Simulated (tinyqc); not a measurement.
Electron mobility in a silicon inversion layer, empirical terms and Matthiessen rule: two steps of the calculation.

Inversion layer of sheet density Ns on a uniformly doped body, under a high-permittivity gate with an interlayer. The mobility terms are empirical power laws with prefactors chosen for the exercise; adding their inverses (Matthiessen) is itself an approximation.

Values chosen for this exercise; material values close to those of silicon: temperature T = 300 K; band gap Eg = 1.14 eV; relative permittivity of the semiconductor eps_r = 11.9; conduction-band density of states at T Nc = 2.85e19 cm^-3; valence-band density of states at T Nv = 2.64e19 cm^-3; body doping Nb = 5.5e16 cm^-3; reverse body bias Vsb = 0.3 V; weight of the inversion charge in the effective field eta = 0.5; phonon-limited mobility at 1 MV/cm and 300 K Ap = 477 cm^2/(V s); roughness-limited mobility at 1 MV/cm As = 882 cm^2/(V s); exponent of the roughness term gs = 2; Coulomb prefactor Ac = 2500 cm^2/(V s); charge at the interface Nit = 6.7e11 cm^-2; remote-phonon mobility without interlayer Ar = 300 cm^2/(V s); interlayer thickness ti = 0.9 nm; decay length of remote phonons lr = 0.5 nm; inversion density Ns = 1e13 cm^-2; ratio W/L WL = 5; drain voltage Vd = 0.02 V; measured linear current I = 48.3 uA.

Constants: q = 1.602176634e-19 C, kB = 1.380649e-23 J/K, Vt = kB T/q, eps0 = 8.8541878128e-14 F/cm where lengths are in cm. Results are converted to the units shown.

Problem 1. Depletion charge and effective field. ni = sqrt(Nc Nv) exp(-Eg/(2 Vt)), Eg in volts; Ndep = sqrt(2 eps0 eps_r Nb (2 Vt ln(Nb/ni) + Vsb)/q); E = q (Ndep + eta Ns)/(eps0 eps_r), in MV/cm.

Wanted: ni; Ndep; E.

Solution 1.

ni = 7.289e9 cm^-3
Ndep = 8.996e11 cm^-2
E = 0.8971 MV/cm

The depletion charge gives 15.2 % of the field.

Problem 2. Inversion density for the measured current. I = (W/L) q Ns mu Vd. E = q (Ndep + eta Ns)/(eps0 eps_r) in MV/cm. With t = T/(300 K): muC = Ac (Ns/1e12 cm^-2) t/(Nb/1e17 cm^-3 + Nit/1e11 cm^-2), muP = Ap E^(-1/3) t^(-1.75), muS = As E^(-gs), muR = Ar exp(2 ti/lr)/t; 1/mu is the sum of the inverses. Ns(new) = I/((W/L) q mu Vd).

Ns at the start = 7e12 cm^-2
Ndep = 8.9963744e11 cm^-2

Find: E; mu; Ns after iteration 1.

Solution 2.

E = 0.6690 MV/cm
mu = 351.3 cm^2/(V s)
Ns after iteration 1 = 8.581e12 cm^-2

Numbers from tinyqc (`OMP_NUM_THREADS=1 python tinyqc.py 2510008 2510009 out.jsonl`; about 0.01 s on one thread of a shared Intel Xeon 2.30GHz).
